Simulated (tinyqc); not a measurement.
Metal-interlayer-semiconductor contact, depinning against tunnelling resistance: one step of the calculation.

Zero bias, n-type semiconductor. Gap states at the semiconductor surface thin out as exp(-be ti), which unpins the barrier; electrons must then cross the interlayer (a rectangular barrier, no voltage drop across it) and the parabolic depleted layer, both by WKB. Energies E are counted from the Fermi level; no image force, parabolic bands.

Question. Pinning, barrier and scales. S = 1/(1 + (1/S0 - 1) exp(-be ti)); phiB = S (phiM - chi) + (1 - S)(Eg - E0); xi = Ec - EF deep inside, from Nd = Nc F(-xi/Vt), F(x) = (2/sqrt(pi)) int_0^infinity sqrt(u) du/(1 + exp(u - x)); band bending U = phiB - xi; E00 = (hbar/2) sqrt(Nd/(eps0 eps_r mt m0)) in volts; A = 4 pi q mA m0 kB^2/h^3.

Values chosen for this exercise; semiconductor values close to those of germanium; interlayer mass of the order of that in aluminium oxide, offset chosen freely: temperature T = 300 K; band gap Eg = 0.676 eV; relative permittivity eps_r = 16.2; electron affinity chi = 3.92 eV; conduction-band density of states at T Nc = 1.04e19 cm^-3; tunnelling mass in the semiconductor mt = 0.122 m0; Richardson mass mA = 1.09 m0; donor density Nd = 7.3e19 cm^-3; charge-neutrality level above the valence band E0 = 0.087 eV; pinning factor without interlayer S0 = 0.052; metal work function phiM = 3.94 eV; interlayer thickness ti = 0.5 nm; decay constant of gap states through the interlayer be = 5.9 1/nm.

Constants: q = 1.602176634e-19 C, kB = 1.380649e-23 J/K, eps0 = 8.8541878128e-12 F/m, hbar = 1.054571817e-34 J s, h = 6.62607015e-34 J s, m0 = 9.1093837015e-31 kg, Vt = kB T/q. Results are converted to the units shown.

Wanted: S; phiB; xi; U; E00; A.

Answer.

S = 0.5117
phiB = 0.2978 eV
xi = -0.1093 eV
U = 0.4071 eV
E00 = 0.1128 eV
A = 131.0 A/(cm^2 K^2)

Range of the model: The depletion charge would drop about 0.23 V across such an interlayer (eps_r near 9) at ti = 0.5 nm and Nd = 7.3e19 cm^-3, against a band bending of 0.41 V; this model leaves that drop out.

Computed by the program tinyqc: `OMP_NUM_THREADS=1 python tinyqc.py 2270030 2270031 out.jsonl`, one thread of a shared Intel Xeon 2.30GHz, about 0.02 s for the whole run.
